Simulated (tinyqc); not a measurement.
Size of the sine basis: hole subbands of a hard-walled well, four-band Luttinger model.

Hole energies are counted downwards from the unstrained band edge, c = hbar^2/2m0. After the usual block transformation one block is H = [[P + Q - Zs, R - i S], [R + i S, P - Q + Zs]] in (heavy, light), with P +/- Q = c [(g1 +/- g2) k^2 + (g1 -/+ 2 g2) kz^2], R = sqrt(3) c gR k^2, S = 2 sqrt(3) c g3 k kz, kz = -i d/dz; axial approximation gR = (g2 + g3)/2. Zs = b (e_par - e_perp) is the shear part of the strain (the hydrostatic part shifts all levels alike and is left out). Basis sqrt(2/L) sin(n pi z/L), n = 1 to N, for each component: kz^2 gives (n pi/L)^2 and the heavy-light block is R delta_nm - 2 sqrt(3) c g3 k D_nm with D_nm = 4 n m/(L (n^2 - m^2)) for n + m odd, 0 otherwise. The other block has the same levels. The split-off band is left out, a severe simplification for a spin-orbit splitting near 0.05 eV.

Constants: hbar^2/2m0 = 3.80998211 eV angstrom^2.

Values chosen for the exercise (near those of Si; not measured data):
- g1 = 4.27 (Luttinger gamma1)
- g2 = 0.34 (gamma2)
- g3 = 1.45 (gamma3)
- L = 140 angstrom (well width along [001])
- Zs = 0 eV (shear strain energy)
- k = 0.0182 1/angstrom (wave vector in the plane)

The four lowest hole energies at the given k for growing N.

Hole energies (meV):
```
N       E1      E2      E3      E4
2   10.023  13.584  35.187  44.682
3    9.917  13.383  32.972  39.823
4    9.890  13.360  32.751  39.362
6    9.874  13.339  32.675  39.261
10   9.869  13.332  32.653  39.231
20   9.867  13.330  32.647  39.224
40   9.867  13.330  32.646  39.223
80   9.867  13.330  32.646  39.223
```

Is N = 3 enough for 1 meV in the two lowest levels?

Yes: against N = 80, N = 3 errs by up to 0.05 meV in E1 and E2, always upwards, as a variational basis must. Both are within 0.1 meV of N = 80 from N = 3 on; N = 40 and N = 80 differ by 2.9e-05 meV at most.

(tinyqc, `OMP_NUM_THREADS=1 python tinyqc.py 1252327 1252328 out.jsonl`, Intel(R) Xeon(R) Processor @ 2.30GHz, 1 thread, shared host, about 0.1 s.)
